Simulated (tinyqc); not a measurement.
Two-step dopant diffusion (predeposition and drive-in) with a constant diffusivity: one step, computed by the program tinyqc. Command: `OMP_NUM_THREADS=1 python tinyqc.py 3011361 3011362 out.jsonl dopdiff walk`. One thread of a shared host (Intel(R) Xeon(R) Processor @ 2.30GHz), about 0.08 s of CPU time with the checks.

Fick diffusion into a half space x > 0 whose background doping C_B is of the opposite type, so that a junction lies where C = C_B.

Task: Exact junction depth. Exact two-step profile: C = (2 C_s/pi) int_0^alpha exp(-beta (1 + u^2))/(1 + u^2) du with alpha = sqrt(D1 t1/(Dt)2), beta = x^2/(4 (D1 t1 + (Dt)2)). The integral takes 48 Gauss-Legendre points; solve C(x) = C_B.

Inputs (values chosen for the exercise, modelled on arsenic in silicon):
```
quantity                        value    unit
surface concentration C_s     4.8e+19  1/cm^3
background doping C_B         1.6e+15  1/cm^3
predeposition temperature T1      925       C
drive-in temperature T2          1200       C
stand-by temperature              700       C
```

product D1 t1 = 1.669032e-13 cm^2

drive-in budget (Dt)2 = 3.108889e-09 cm^2

Give: exact junction depth.

Result:

exact junction depth = 2.479 um
